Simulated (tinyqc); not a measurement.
# Programming of a floating-gate cell by Fowler-Nordheim tunnelling, step by step

Program tinyqc, `OMP_NUM_THREADS=1 python tinyqc.py 2130040 2130041 out.jsonl`; Intel Xeon 2.30GHz, shared host, one thread, about 0.01 s. Printed values are rounded.

Per tunnel area the floating gate has Ctun = 3.9 eps0/tox to the channel (0 V) and Ccg to the control gate, Ct = Ctun/(1 - ag), no other coupling. With the threshold shift U = -Q/Ccg the field is F = ag (Vg - U)/tox, and dU/dt = J/Ccg. Fowler-Nordheim: J = A F^2 exp(-B/F), A = q^2/(16 pi^2 hbar mo phi) (times 1e14 for A/cm^2 with F in V/nm, emitter mass m0), B = (4/3) sqrt(mo/C) phi^1.5, C = hbar^2/(2 m0).

Parameters, values chosen for the exercise; oxide values close to those of silicon dioxide: tunnel barrier phi = 3.14 eV; tunnelling mass mo = 0.41 m0; tunnel oxide thickness tox = 6.1 nm; coupling ratio Ccg/Ct ag = 0.51; tunnel area ar = 9900 nm^2; threshold shift at the start Vt0 = -1.5 V; control-gate voltage Vg = 12.2 V; time step dt = 1.5 us; steps n = 12.

Constants: q = 1.602176634e-19 C, hbar = 1.054571817e-34 J s, m0 = 9.1093837015e-31 kg, eps0 = 8.8541878128e-14 F/cm where lengths are in cm, hbar^2/(2 m0) = 0.0380998212 eV nm^2. Results are converted to the units shown.

Range of the model: Programming fields of 10 MV/cm and more wear the oxide; trapping and the channel potential are ignored.

## Constants of the cell

A, B, Ccg = ag Ct, the starting field and current, K = A B ag/(Ccg tox), and the knee time t0 = exp(B/F(0))/K.

A = 1.19732e8 A cm^-2 (V/nm)^-2
B = 24.3368 V/nm
Ccg = 0.589193 uF/cm^2
F(0) = 1.14541 V/nm
J(0) = 0.0930184 A/cm^2
K = 4.13483e14 1/s
t0 = 4.08419 us
electrons for 1 V of shift = 364.068

## Explicit time steps against the exact solution

U(new) = U + dt J(F(U))/Ccg. Exact: exp(B/F(t)) = exp(B/F(0)) + K t, K = A B ag/(Ccg tox), and U = Vg - tox F/ag.

```
step  t (us)  F (V/nm)  J (A/cm^2)  U by steps (V)  U exact (V)
0          0   1.14541   0.0930184        -1.50000     -1.50000
1        1.5   1.12561   0.0618180        -1.26319     -1.30123
2          3   1.11245   0.0467562        -1.10581     -1.15386
3        4.5   1.10250   0.0376939        -0.98677     -1.03723
4          6   1.09448   0.0315974        -0.89081     -0.94099
5        7.5   1.08775   0.0272012        -0.81037     -0.85924
6          9   1.08196   0.0238757        -0.74112     -0.78828
7       10.5   1.07688   0.0212700        -0.68033     -0.72569
8         12   1.07235   0.0191722        -0.62618     -0.66974
9       13.5   1.06827   0.0174465        -0.57737     -0.61921
10        15   1.06456   0.0160019        -0.53296     -0.57316
11      16.5   1.06115   0.0147748        -0.49222     -0.53089
12        18   1.05801   0.0137195        -0.45460     -0.49185
```

The steps run ahead by 38.0 mV after the first and 37.2 mV after the last, as each uses the larger current of its start; the step is 0.37 of the knee time t0. The overshoot lowers the field, so later steps gain less than the exact curve and the error ends smaller than after the first step.
